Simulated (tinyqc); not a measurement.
Froehlich polaron in a polar crystal: one step, computed by the program tinyqc.

One electron in a parabolic band of mass m*, coupled to dispersionless LO phonons in the continuum model. Energies are in units of hbar omega unless marked, wave numbers in k_0 = sqrt(2 m* omega/hbar).

Question. Second-order perturbation theory. At T = 0 and k < k_0: E(k) = (k/k_0)^2 - alpha arcsin(k/k_0)/(k/k_0); so E(0) = -alpha, 1/m_p = (1 - alpha/6)/m*, and the mean number of phonons in the cloud at k = 0 is alpha/2. The Lee-Low-Pines variational state gives the same E(0) and m_p = m* (1 + alpha/6).

Inputs (values chosen for the exercise, modelled on cadmium telluride): LO phonon energy hbar omega = 20.8 meV; electron wave number k/k_0 = 0.48.

coupling constant alpha = 0.3378151

Give: energy shift at k = 0; E(k); m*/m_p, second order; m_p/m*, Lee-Low-Pines; phonons in the cloud.

Answer.

energy shift at k = 0 = -7.027 meV

E(k) = -0.1220 hbar omega

m*/m_p, second order = 0.9437

m_p/m*, Lee-Low-Pines = 1.056

phonons in the cloud = 0.1689
